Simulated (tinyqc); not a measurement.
A ladder of methods, and size consistency: correlation methods against full CI in the cc-pvdz basis, for He, spin multiplicity 1. Computed by the program tinyqc with PySCF. 

Geometry (angstrom):
```
atom,x,y,z
He,0.0000,0.0000,0.0000
```

RHF energy of one = -2.855160 hartree

All electrons correlated; +Q is the Davidson correction (1 - c0^2) E_corr. The last columns treat two copies 100 angstrom apart as one system. FCI is the lowest singlet.

Correlation energies (hartree):
```
method,E_corr of one,share of FCI (%),E_corr of two at 100 angstrom,two minus twice one (mhartree)
MP2,-0.02583,79.633,-0.05166,0.000
CISD,-0.03243,100.000,-0.06440,0.464
CISD+Q,-0.03267,100.726,-0.06532,0.020
CCSD,-0.03243,100.000,-0.06487,0.000
CCSD(T),-0.03243,100.000,-0.06487,0.000
FCI,-0.03243,100.000,-,-
```

MP2 recovers 80 %, CISD 100.0 % and CCSD 100.0 % of the FCI value (c0^2 = 0.993 in CISD). MP2 and coupled cluster are size consistent, so their last column vanishes; CISD loses 0.46 mhartree, since a double excitation on each copy is a quadruple of the pair, and the Davidson correction leaves +0.02. With two electrons, or one virtual orbital, CISD and CCSD are exact for one copy, so +Q overshoots there.
